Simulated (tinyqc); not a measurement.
Worked calculation (part 2 of 2): UHF in the 6-311g basis, for H2, spin multiplicity 3. Computed by tinyqc, a small Python program that keeps every step (integrals from PySCF). Command: `OMP_NUM_THREADS=1 python tinyqc.py 27050 27051 out.jsonl` (the two numbers bound the seeds that draw the settings). One thread of a shared host (Intel(R) Xeon(R) Processor @ 2.60GHz), about 0.1 s of CPU time with the checks.

Geometry (angstrom):
```
atom        x        y        z
H     0.00000  0.00000  0.00000
H     0.00000  0.00000  1.20400
```

## Iteration 3: building the Fock matrix

D(alpha) after iteration 2, lower triangle:
```
          1H 1s     1H 2s     1H 3s    2H 1s    2H 2s    2H 3s
1H 1s   0.06191
1H 2s   0.14093   0.32580
1H 3s   0.13378   0.32895   0.40884
2H 1s  -0.00026  -0.01814  -0.08666  0.06191
2H 2s  -0.01814  -0.08124  -0.23511  0.14093  0.32580
2H 3s  -0.08666  -0.23511  -0.37283  0.13378  0.32895  0.40884
```

D(beta) after iteration 2, lower triangle:
```
         1H 1s    1H 2s    1H 3s    2H 1s    2H 2s    2H 3s
1H 1s  0.00000
1H 2s  0.00000  0.00000
1H 3s  0.00000  0.00000  0.00000
2H 1s  0.00000  0.00000  0.00000  0.00000
2H 2s  0.00000  0.00000  0.00000  0.00000  0.00000
2H 3s  0.00000  0.00000  0.00000  0.00000  0.00000  0.00000
```

core Hamiltonian H = T + V (hartree), lower triangle:
```
          1H 1s     1H 2s     1H 3s     2H 1s     2H 2s     2H 3s
1H 1s  -0.24626
1H 2s  -0.82205  -0.85753
1H 3s  -0.57283  -0.73250  -0.73331
2H 1s  -0.14108  -0.33298  -0.37545  -0.24626
2H 2s  -0.33298  -0.51759  -0.55407  -0.82205  -0.85753
2H 3s  -0.37545  -0.55407  -0.62264  -0.57283  -0.73250  -0.73331
```

nuclear repulsion = 0.4395160 hartree

Given earlier and not repeated: Two-electron integrals (ij|kl) in chemists' order.

J_ij = sum D_kl (ij|kl) with D = D(alpha) + D(beta), K_ij = sum D_kl (ik|jl) for each spin; F = H + J - K(s); E = tr D H + tr D J / 2 - 0.5 sum_s tr D(s) K(s) + E_nn.

Coulomb J (hartree), lower triangle:
```
         1H 1s    1H 2s    1H 3s    2H 1s    2H 2s    2H 3s
1H 1s  1.25438
1H 2s  0.83102  1.01969
1H 3s  0.42990  0.73756  0.77154
2H 1s  0.04686  0.22227  0.26643  1.25438
2H 2s  0.22227  0.46009  0.51071  0.83102  1.01969
2H 3s  0.26643  0.51071  0.61682  0.42990  0.73756  0.77154
```

exchange K(alpha) (hartree), lower triangle:
```
         1H 1s    1H 2s    1H 3s    2H 1s    2H 2s    2H 3s
1H 1s  0.64270
1H 2s  0.60053  0.65461
1H 3s  0.40444  0.48631  0.39678
2H 1s  0.06447  0.18395  0.23838  0.64270
2H 2s  0.18395  0.30918  0.33581  0.60053  0.65461
2H 3s  0.23838  0.33581  0.32572  0.40444  0.48631  0.39678
```

exchange K(beta) (hartree), lower triangle:
```
         1H 1s    1H 2s    1H 3s    2H 1s    2H 2s    2H 3s
1H 1s  0.00000
1H 2s  0.00000  0.00000
1H 3s  0.00000  0.00000  0.00000
2H 1s  0.00000  0.00000  0.00000  0.00000
2H 2s  0.00000  0.00000  0.00000  0.00000  0.00000
2H 3s  0.00000  0.00000  0.00000  0.00000  0.00000  0.00000
```

F(alpha) (hartree), lower triangle:
```
          1H 1s     1H 2s     1H 3s     2H 1s     2H 2s     2H 3s
1H 1s   0.36542
1H 2s  -0.59156  -0.49245
1H 3s  -0.54737  -0.48126  -0.35855
2H 1s  -0.15869  -0.29466  -0.34741   0.36542
2H 2s  -0.29466  -0.36669  -0.37917  -0.59156  -0.49245
2H 3s  -0.34741  -0.37917  -0.33154  -0.54737  -0.48126  -0.35855
```

F(beta) (hartree), lower triangle:
```
          1H 1s     1H 2s     1H 3s     2H 1s    2H 2s    2H 3s
1H 1s   1.00811
1H 2s   0.00897   0.16216
1H 3s  -0.14293   0.00506   0.03823
2H 1s  -0.09422  -0.11071  -0.10903   1.00811
2H 2s  -0.11071  -0.05750  -0.04336   0.00897  0.16216
2H 3s  -0.10903  -0.04336  -0.00582  -0.14293  0.00506  0.03823
```

total energy of this density = -0.9214687 hartree

## Iteration 3: DIIS over 3 matrices

error matrix X^T (FDS - SDF) X (alpha):
```
          1         2         3         4         5         6
1   0.00000   0.00072   0.00090   0.00000   0.00044  -0.00032
2  -0.00072   0.00000   0.00046  -0.00044   0.00000  -0.00099
3  -0.00090  -0.00046   0.00000   0.00032   0.00099   0.00000
4   0.00000   0.00044  -0.00032   0.00000   0.00072   0.00090
5  -0.00044   0.00000  -0.00099  -0.00072   0.00000   0.00046
6   0.00032   0.00099   0.00000  -0.00090  -0.00046   0.00000
```

B (overlaps of the stored error matrices), lower triangle:
```
               1              2              3
1  1.2427921e-02
2  4.1510841e-03  1.4986188e-03
3  1.8977465e-04  9.2370021e-05  1.1324309e-05
```

Minimise |sum c_i e_i|^2 with sum c_i = 1: solve [B -1; -1 0][c; lambda] = [0; -1] with B_ij = tr e_i^T e_j summed over both spins, and take F = sum c_i F_i.

DIIS coefficients: 0.08431  -0.30802  1.22371

extrapolated F(alpha) (hartree), lower triangle:
```
          1H 1s     1H 2s     1H 3s     2H 1s     2H 2s     2H 3s
1H 1s   0.36561
1H 2s  -0.59125  -0.49266
1H 3s  -0.54729  -0.48171  -0.35925
2H 1s  -0.15891  -0.29489  -0.34746   0.36561
2H 2s  -0.29489  -0.36710  -0.37954  -0.59125  -0.49266
2H 3s  -0.34746  -0.37954  -0.33206  -0.54729  -0.48171  -0.35925
```

extrapolated F(beta) (hartree), lower triangle:
```
          1H 1s     1H 2s     1H 3s     2H 1s    2H 2s    2H 3s
1H 1s   1.00622
1H 2s   0.00784   0.16103
1H 3s  -0.14350   0.00434   0.03768
2H 1s  -0.09428  -0.11101  -0.10938   1.00622
2H 2s  -0.11101  -0.05804  -0.04388   0.00784  0.16103
2H 3s  -0.10938  -0.04388  -0.00631  -0.14350  0.00434  0.03768
```

## Iteration 3: diagonalisation and new density

X, lower triangle:
```
          1H 1s     1H 2s     1H 3s     2H 1s     2H 2s    2H 3s
1H 1s   1.37383
1H 2s  -0.74752   2.12996
1H 3s   0.20651  -1.01693   2.11818
2H 1s   0.03286   0.02794  -0.05428   1.37383
2H 2s   0.02794  -0.26563   0.20323  -0.74752   2.12996
2H 3s  -0.05428   0.20323  -0.89448   0.20651  -1.01693  2.11818
```

Diagonalise F' = X^T F X, C = X C', fill 2 alpha and 0 beta electrons from the bottom; D(s) = C_occ C_occ^T. Each column has its largest component positive (the first on a tie).

F' = X^T F X (alpha) (hartree), lower triangle:
```
          1         2         3         4         5        6
1   1.46551
2  -1.30322   0.73924
3  -0.06700  -0.45026   0.11468
4   0.08175  -0.07629  -0.10545   1.46551
5  -0.07629  -0.13539   0.01352  -1.30322   0.73924
6  -0.10545   0.01352  -0.11303  -0.06700  -0.45026  0.11468
```

orbital energies (alpha) (hartree): MO1 -0.68599, MO2 -0.33743, MO3 0.30001, MO4 0.39307, MO5 2.43044, MO6 2.53873

coefficients C (alpha):
```
           MO1       MO2       MO3       MO4       MO5       MO6
1H 1s  0.17495   0.17591  -0.04860  -0.08593  -1.09337  -1.10766
1H 2s  0.35014   0.44726  -0.85891  -1.03768   1.62409   1.21140
1H 3s  0.13416   0.63267   0.92607   1.97618  -1.00543  -0.46449
2H 1s  0.17495  -0.17591  -0.04860   0.08593   1.09337  -1.10766
2H 2s  0.35014  -0.44726  -0.85891   1.03768  -1.62409   1.21140
2H 3s  0.13416  -0.63267   0.92607  -1.97618   1.00543  -0.46449
```

F' = X^T F X (beta) (hartree), lower triangle:
```
          1         2         3         4         5        6
1   1.89547
2  -1.03999   1.07402
3   0.06471  -0.28346   0.23139
4   0.07237  -0.06640  -0.07533   1.89547
5  -0.06640  -0.12240   0.04402  -1.03999   1.07402
6  -0.07533   0.04402  -0.08501   0.06471  -0.28346  0.23139
```

orbital energies (beta) (hartree): MO1 -0.02176, MO2 0.17151, MO3 0.40464, MO4 0.59010, MO5 2.57431, MO6 2.68296

coefficients C (beta):
```
           MO1       MO2       MO3       MO4       MO5       MO6
1H 1s  0.11264   0.09447   0.05533  -0.09371  -1.10275  -1.11541
1H 2s  0.10312  -0.06185   0.97451  -1.21991   1.55643   1.16940
1H 3s  0.40299   1.46734  -0.85562   1.50608  -0.94609  -0.44371
2H 1s  0.11264  -0.09447   0.05533   0.09371   1.10275  -1.11541
2H 2s  0.10312   0.06185   0.97451   1.21991  -1.55643   1.16940
2H 3s  0.40299  -1.46734  -0.85562  -1.50608   0.94609  -0.44371
```

D(alpha) after iteration 3, lower triangle:
```
          1H 1s     1H 2s     1H 3s    2H 1s    2H 2s    2H 3s
1H 1s   0.06155
1H 2s   0.13993   0.32264
1H 3s   0.13476   0.32995   0.41827
2H 1s  -0.00034  -0.01742  -0.08782  0.06155
2H 2s  -0.01742  -0.07745  -0.23600  0.13993  0.32264
2H 3s  -0.08782  -0.23600  -0.38228  0.13476  0.32995  0.41827
```

D(beta) after iteration 3, lower triangle:
```
         1H 1s    1H 2s    1H 3s    2H 1s    2H 2s    2H 3s
1H 1s  0.00000
1H 2s  0.00000  0.00000
1H 3s  0.00000  0.00000  0.00000
2H 1s  0.00000  0.00000  0.00000  0.00000
2H 2s  0.00000  0.00000  0.00000  0.00000  0.00000
2H 3s  0.00000  0.00000  0.00000  0.00000  0.00000  0.00000
```

## Iteration 4: building the Fock matrix

As before.

Coulomb J (hartree), lower triangle:
```
         1H 1s    1H 2s    1H 3s    2H 1s    2H 2s    2H 3s
1H 1s  1.25259
1H 2s  0.82995  1.01865
1H 3s  0.42937  0.73690  0.77103
2H 1s  0.04680  0.22199  0.26609  1.25259
2H 2s  0.22199  0.45960  0.51023  0.82995  1.01865
2H 3s  0.26609  0.51023  0.61637  0.42937  0.73690  0.77103
```

exchange K(alpha) (hartree), lower triangle:
```
         1H 1s    1H 2s    1H 3s    2H 1s    2H 2s    2H 3s
1H 1s  0.64069
1H 2s  0.59925  0.65390
1H 3s  0.40393  0.48618  0.39693
2H 1s  0.06483  0.18404  0.23815  0.64069
2H 2s  0.18404  0.30920  0.33570  0.59925  0.65390
2H 3s  0.23815  0.33570  0.32571  0.40393  0.48618  0.39693
```

exchange K(beta) (hartree), lower triangle:
```
         1H 1s    1H 2s    1H 3s    2H 1s    2H 2s    2H 3s
1H 1s  0.00000
1H 2s  0.00000  0.00000
1H 3s  0.00000  0.00000  0.00000
2H 1s  0.00000  0.00000  0.00000  0.00000
2H 2s  0.00000  0.00000  0.00000  0.00000  0.00000
2H 3s  0.00000  0.00000  0.00000  0.00000  0.00000  0.00000
```

F(alpha) (hartree), lower triangle:
```
          1H 1s     1H 2s     1H 3s     2H 1s     2H 2s     2H 3s
1H 1s   0.36563
1H 2s  -0.59134  -0.49278
1H 3s  -0.54739  -0.48177  -0.35921
2H 1s  -0.15911  -0.29503  -0.34751   0.36563
2H 2s  -0.29503  -0.36719  -0.37953  -0.59134  -0.49278
2H 3s  -0.34751  -0.37953  -0.33198  -0.54739  -0.48177  -0.35921
```

F(beta) (hartree), lower triangle:
```
          1H 1s     1H 2s     1H 3s     2H 1s    2H 2s    2H 3s
1H 1s   1.00633
1H 2s   0.00791   0.16112
1H 3s  -0.14346   0.00440   0.03772
2H 1s  -0.09428  -0.11099  -0.10936   1.00633
2H 2s  -0.11099  -0.05799  -0.04384   0.00791  0.16112
2H 3s  -0.10936  -0.04384  -0.00627  -0.14346  0.00440  0.03772
```

total energy of this density = -0.9214774 hartree

## Iteration 4: DIIS over 4 matrices

error matrix X^T (FDS - SDF) X (alpha):
```
          1         2         3         4         5         6
1   0.00000   0.00003   0.00001   0.00000  -0.00005  -0.00012
2  -0.00003   0.00000  -0.00002   0.00005   0.00000  -0.00011
3  -0.00001   0.00002   0.00000   0.00012   0.00011   0.00000
4   0.00000  -0.00005  -0.00012   0.00000   0.00003   0.00001
5   0.00005   0.00000  -0.00011  -0.00003   0.00000  -0.00002
6   0.00012   0.00011   0.00000  -0.00001   0.00002   0.00000
```

B (overlaps of the stored error matrices), lower triangle:
```
               1              2              3              4
1  1.2427921e-02
2  4.1510841e-03  1.4986188e-03
3  1.8977465e-04  9.2370021e-05  1.1324309e-05
4  7.7877977e-06  3.2060416e-06  5.9965257e-07  1.2676173e-07
```

As before.

DIIS coefficients: -0.03202  0.11490  -0.47319  1.39031

extrapolated F(alpha) (hartree), lower triangle:
```
          1H 1s     1H 2s     1H 3s     2H 1s     2H 2s     2H 3s
1H 1s   0.36565
1H 2s  -0.59137  -0.49284
1H 3s  -0.54743  -0.48182  -0.35923
2H 1s  -0.15920  -0.29510  -0.34753   0.36565
2H 2s  -0.29510  -0.36724  -0.37955  -0.59137  -0.49284
2H 3s  -0.34753  -0.37955  -0.33197  -0.54743  -0.48182  -0.35923
```

extrapolated F(beta) (hartree), lower triangle:
```
          1H 1s     1H 2s     1H 3s     2H 1s    2H 2s    2H 3s
1H 1s   1.00630
1H 2s   0.00789   0.16111
1H 3s  -0.14347   0.00440   0.03772
2H 1s  -0.09428  -0.11099  -0.10936   1.00630
2H 2s  -0.11099  -0.05800  -0.04384   0.00789  0.16111
2H 3s  -0.10936  -0.04384  -0.00627  -0.14347  0.00440  0.03772
```

## Iteration 4: diagonalisation and new density

As before.

F' = X^T F X (alpha) (hartree), lower triangle:
```
          1         2         3         4         5        6
1   1.46567
2  -1.30328   0.73914
3  -0.06712  -0.45038   0.11473
4   0.08155  -0.07643  -0.10538   1.46567
5  -0.07643  -0.13547   0.01361  -1.30328   0.73914
6  -0.10538   0.01361  -0.11290  -0.06712  -0.45038  0.11473
```

orbital energies (alpha) (hartree): MO1 -0.68620, MO2 -0.33758, MO3 0.30009, MO4 0.39336, MO5 2.43057, MO6 2.53883

coefficients C (alpha):
```
           MO1       MO2       MO3       MO4       MO5       MO6
1H 1s  0.17496   0.17583  -0.04855  -0.08593  -1.09338  -1.10766
1H 2s  0.35033   0.44696  -0.85885  -1.03792   1.62402   1.21139
1H 3s  0.13395   0.63335   0.92611   1.97600  -1.00535  -0.46448
2H 1s  0.17496  -0.17583  -0.04855   0.08593   1.09338  -1.10766
2H 2s  0.35033  -0.44696  -0.85885   1.03792  -1.62402   1.21139
2H 3s  0.13395  -0.63335   0.92611  -1.97600   1.00535  -0.46448
```

F' = X^T F X (beta) (hartree), lower triangle:
```
          1         2         3         4         5        6
1   1.89554
2  -1.03998   1.07408
3   0.06471  -0.28344   0.23141
4   0.07237  -0.06640  -0.07533   1.89554
5  -0.06640  -0.12239   0.04402  -1.03998   1.07408
6  -0.07533   0.04402  -0.08501   0.06471  -0.28344  0.23141
```

orbital energies (beta) (hartree): MO1 -0.02171, MO2 0.17156, MO3 0.40468, MO4 0.59015, MO5 2.57437, MO6 2.68302

coefficients C (beta):
```
           MO1       MO2       MO3       MO4       MO5       MO6
1H 1s  0.11264   0.09447   0.05533  -0.09371  -1.10276  -1.11541
1H 2s  0.10304  -0.06193   0.97453  -1.21992   1.55642   1.16940
1H 3s  0.40306   1.46743  -0.85559   1.50600  -0.94608  -0.44370
2H 1s  0.11264  -0.09447   0.05533   0.09371   1.10276  -1.11541
2H 2s  0.10304   0.06193   0.97453   1.21992  -1.55642   1.16940
2H 3s  0.40306  -1.46743  -0.85559  -1.50600   0.94608  -0.44370
```

D(alpha) after iteration 4, lower triangle:
```
          1H 1s     1H 2s     1H 3s    2H 1s    2H 2s    2H 3s
1H 1s   0.06153
1H 2s   0.13988   0.32250
1H 3s   0.13480   0.33000   0.41907
2H 1s  -0.00031  -0.01730  -0.08793  0.06153
2H 2s  -0.01730  -0.07704  -0.23615  0.13988  0.32250
2H 3s  -0.08793  -0.23615  -0.38318  0.13480  0.33000  0.41907
```

D(beta) after iteration 4, lower triangle:
```
         1H 1s    1H 2s    1H 3s    2H 1s    2H 2s    2H 3s
1H 1s  0.00000
1H 2s  0.00000  0.00000
1H 3s  0.00000  0.00000  0.00000
2H 1s  0.00000  0.00000  0.00000  0.00000
2H 2s  0.00000  0.00000  0.00000  0.00000  0.00000
2H 3s  0.00000  0.00000  0.00000  0.00000  0.00000  0.00000
```

## Iteration 6 (converged): orbitals

converged F(alpha) (hartree), lower triangle:
```
          1H 1s     1H 2s     1H 3s     2H 1s     2H 2s     2H 3s
1H 1s   0.36564
1H 2s  -0.59135  -0.49280
1H 3s  -0.54739  -0.48178  -0.35920
2H 1s  -0.15920  -0.29510  -0.34753   0.36564
2H 2s  -0.29510  -0.36725  -0.37954  -0.59135  -0.49280
2H 3s  -0.34753  -0.37954  -0.33195  -0.54739  -0.48178  -0.35920
```

converged F(beta) (hartree), lower triangle:
```
          1H 1s     1H 2s     1H 3s     2H 1s    2H 2s    2H 3s
1H 1s   1.00625
1H 2s   0.00786   0.16108
1H 3s  -0.14349   0.00437   0.03770
2H 1s  -0.09428  -0.11100  -0.10937   1.00625
2H 2s  -0.11100  -0.05801  -0.04386   0.00786  0.16108
2H 3s  -0.10937  -0.04386  -0.00629  -0.14349  0.00437  0.03770
```

As before.

F' = X^T F X (alpha) (hartree), lower triangle:
```
          1         2         3         4         5        6
1   1.46562
2  -1.30326   0.73914
3  -0.06708  -0.45034   0.11472
4   0.08155  -0.07645  -0.10540   1.46562
5  -0.07645  -0.13549   0.01361  -1.30326   0.73914
6  -0.10540   0.01361  -0.11289  -0.06708  -0.45034  0.11472
```

orbital energies (alpha) (hartree): MO1 -0.68618, MO2 -0.33750, MO3 0.30004, MO4 0.39329, MO5 2.43053, MO6 2.53879

coefficients C (alpha):
```
           MO1       MO2       MO3       MO4       MO5       MO6
1H 1s  0.17497   0.17584  -0.04855  -0.08595  -1.09338  -1.10766
1H 2s  0.35034   0.44695  -0.85883  -1.03790   1.62403   1.21140
1H 3s  0.13393   0.63334   0.92611   1.97599  -1.00537  -0.46449
2H 1s  0.17497  -0.17584  -0.04855   0.08595   1.09338  -1.10766
2H 2s  0.35034  -0.44695  -0.85883   1.03790  -1.62403   1.21140
2H 3s  0.13393  -0.63334   0.92611  -1.97599   1.00537  -0.46449
```

F' = X^T F X (beta) (hartree), lower triangle:
```
          1         2         3         4         5        6
1   1.89550
2  -1.03999   1.07405
3   0.06470  -0.28345   0.23140
4   0.07237  -0.06640  -0.07533   1.89550
5  -0.06640  -0.12239   0.04402  -1.03999   1.07405
6  -0.07533   0.04402  -0.08502   0.06470  -0.28345  0.23140
```

orbital energies (beta) (hartree): MO1 -0.02173, MO2 0.17154, MO3 0.40466, MO4 0.59013, MO5 2.57433, MO6 2.68298

coefficients C (beta):
```
           MO1       MO2       MO3       MO4       MO5       MO6
1H 1s  0.11264   0.09447   0.05533  -0.09372  -1.10275  -1.11541
1H 2s  0.10307  -0.06188   0.97452  -1.21991   1.55643   1.16940
1H 3s  0.40304   1.46737  -0.85560   1.50605  -0.94609  -0.44371
2H 1s  0.11264  -0.09447   0.05533   0.09372   1.10275  -1.11541
2H 2s  0.10307   0.06188   0.97452   1.21991  -1.55643   1.16940
2H 3s  0.40304  -1.46737  -0.85560  -1.50605   0.94609  -0.44371
```

D(alpha) after iteration 6, lower triangle:
```
          1H 1s     1H 2s     1H 3s    2H 1s    2H 2s    2H 3s
1H 1s   0.06153
1H 2s   0.13989   0.32251
1H 3s   0.13480   0.33000   0.41906
2H 1s  -0.00031  -0.01729  -0.08793  0.06153
2H 2s  -0.01729  -0.07703  -0.23615  0.13989  0.32251
2H 3s  -0.08793  -0.23615  -0.38318  0.13480  0.33000  0.41906
```

D(beta) after iteration 6, lower triangle:
```
         1H 1s    1H 2s    1H 3s    2H 1s    2H 2s    2H 3s
1H 1s  0.00000
1H 2s  0.00000  0.00000
1H 3s  0.00000  0.00000  0.00000
2H 1s  0.00000  0.00000  0.00000  0.00000
2H 2s  0.00000  0.00000  0.00000  0.00000  0.00000
2H 3s  0.00000  0.00000  0.00000  0.00000  0.00000  0.00000
```

## Convergence

Stop when the energy changes by less than 1e-08 hartree and every element of the error matrix X^T (F D S - S D F) X (for each spin) is below 3e-05.

Course of the cycle:
```
iteration  E (hartree)     change  largest element of the error matrix
1           -0.9109848          -                             3.40e-02
2           -0.9201150  -9.13e-03                             1.32e-02
3           -0.9214687  -1.35e-03                             9.91e-04
4           -0.9214774  -8.71e-06                             1.20e-04
5           -0.9214775  -1.05e-07                             6.91e-06
6           -0.9214775  -3.66e-10                             6.22e-07
```

PySCF UHF in the same basis, after a stability check = -0.9214775 hartree

Converged in 6 iterations.

## Populations, bond orders and dipole

overlap S, lower triangle:
```
         1H 1s    1H 2s    1H 3s    2H 1s    2H 2s    2H 3s
1H 1s  1.00000
1H 2s  0.70638  1.00000
1H 3s  0.37366  0.78896  1.00000
2H 1s  0.03788  0.18523  0.22867  1.00000
2H 2s  0.18523  0.43025  0.52656  0.70638  1.00000
2H 3s  0.22867  0.52656  0.76649  0.37366  0.78896  1.00000
```

Mulliken: Z minus the diagonal of D S on the atom; Loewdin: the same with S^(1/2) D S^(1/2); Mayer order: 2 sum_s sum (D(s) S)_ij (D(s) S)_ji over the two atoms.

Charges (e):
```
atom  Mulliken  Loewdin  Mulliken spin
1H           0        0        1.00000
2H           0        0        1.00000
```

Mayer bond orders:
```
pair     order
2-1   -0.19758
```

dipole moment about the origin, x y z (debye): 0.00000  0.00000  0.00000

<S^2> of the determinant (pure state: 2) = 2.00000
